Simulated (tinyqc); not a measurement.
Frenkel-Kontorova chain: a misfit dislocation (kink) in a monolayer on a periodic substrate: one step, computed by the program tinyqc.

E = sum_j [(k/2)(x_(j+1) - x_j - b)^2 + (W/2)(1 - cos(2 pi x_j/a))], x_j = a (j + u_j). A kink takes u from 0 to 1: the chain is stretched by one period and has one atom fewer than wells.

Task: Start between two atoms. Discrete chain at f = 0, ends held at u = 0 and 1: E = (k a^2/2) sum (u_(j+1) - u_j)^2 + (W/2) sum (1 - cos 2 pi u_j), gradient g_j = k a^2 (2 u_j - u_(j-1) - u_(j+1)) + pi W sin(2 pi u_j), Hessian 2 k a^2 + 2 pi^2 W cos(2 pi u_j) on the diagonal and -k a^2 beside it. Free atoms j = -n..n-1 start from the continuum shape centred half-way, at j + 1/2.

Inputs (values chosen for the exercise, for a model overlayer):
```
quantity              value           unit
spring constant k       3.1  eV/angstrom^2
substrate period a     3.26       angstrom
corrugation W          1.61             eV
atoms on each side n      9              -
```

kink width l0 = 3.198678

Give: u at the start; E at the start; gradient.

Result:

u at the start: 0.00015  0.00040  0.00107  0.00287  0.00766  0.02046  0.05451  0.14343  0.34961  0.65039  0.85657  0.94549  0.97954  0.99234  0.99713  0.99893  0.99960  0.99985

E at the start = 6.4686 eV

gradient (eV): 0.00146  -0.00106  -0.00284  -0.00757  -0.02012  -0.05205  -0.10903  0.10222  0.98305  -0.98305  -0.10222  0.10903  0.05205  0.02012  0.00757  0.00284  0.00106  -0.00146

Caution: a corrugation above 1 eV is larger than real overlayers usually show; it is chosen to keep the kink narrow.
